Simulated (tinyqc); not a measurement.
# Changing the temperature T

Model: Heisenberg magnet: exchange from energy differences, ordering vector, linear spin waves and ordering temperature. Computed by tinyqc, a small Python program. Command: `OMP_NUM_THREADS=1 python tinyqc.py 3016460 3016461 out.jsonl magnon sweep`. One thread of a shared host (Intel(R) Xeon(R) Processor @ 2.30GHz), about 1 s of CPU time with the checks.

H = -sum over pairs <ij> J_ij S_i.S_j - K sum_i (S_i^z)^2, each pair once, J > 0 ferromagnetic. First neighbours: 8 at a (0.5, 0.5, 0.5), second: 6 at a (1, 0, 0), with all permutations and signs.

Inputs (values chosen for the exercise, for a model magnet):
```
quantity                 value  unit
exchange J1               4.43   meV
exchange J2              -0.36   meV
spin S                     2.5     -
single-ion anisotropy K  0.038   meV
mesh divisions n            20     -
```

Lattice: bcc. Order: ferromagnetic.

Constants: k_B = 8.617333262e-05 eV/K.

Method:
- J(q) = J1 g1(q) + J2 g2(q), g_s(q) = sum over shell s of cos(q.R).
- g_s(q) = sum over shell s of cos(q.R), z1 = g1(0). E(q) = S [J(0) - J(q)] + (2S - 1) K, J(q) = J1 g1 + J2 g2. The factor 2S - 1 removes the anisotropy for S = 1/2.
- Mesh: q = sum_i (m_i + 1/2)/n b_i, m_i = 0..n-1, b = [[0, 1, 1], [1, 0, 1], [1, 1, 0]] in 2 pi/a; <..> is the mean over the mesh.
- n = 1/(exp(E/(k_B T)) - 1); no zero-point loss; thermal loss <n>; moment = S less the losses.

One run for each value:
```
temperature T (K)  thermal loss  moment <S^z>
150                     0.04055        2.4594
190                     0.06258        2.4374
290                     0.13749        2.3625
360                     0.20319        2.2968
450                     0.29857        2.2014
560                     0.42618        2.0738
690                     0.58676        1.9132
```

Give the missing row, temperature T (K) = 240.

Computed row:
```
temperature T (K)  thermal loss  moment <S^z>
240                     0.09678        2.4032
```

Interpolating between the two neighbouring rows (linearly) misses most in thermal loss, by 3.4 %. Over the rows, thermal loss rises from 0.0406 to 0.587 (exponent d ln y / d ln x 1.8 between the first rows and 1.5 between the last); moment <S^z> falls from 2.46 to 1.91 (exponent d ln y / d ln x -0.038 between the first rows and -0.39 between the last). Bloch's law for a gapless three-dimensional ferromagnet has the exponent 3/2; a gap or a coarse mesh steepens the low rows, and once k_B T nears the band width the exponent sinks towards 1.

Caution (rows 560, 690): with so many magnons their interaction matters and linear theory fails.
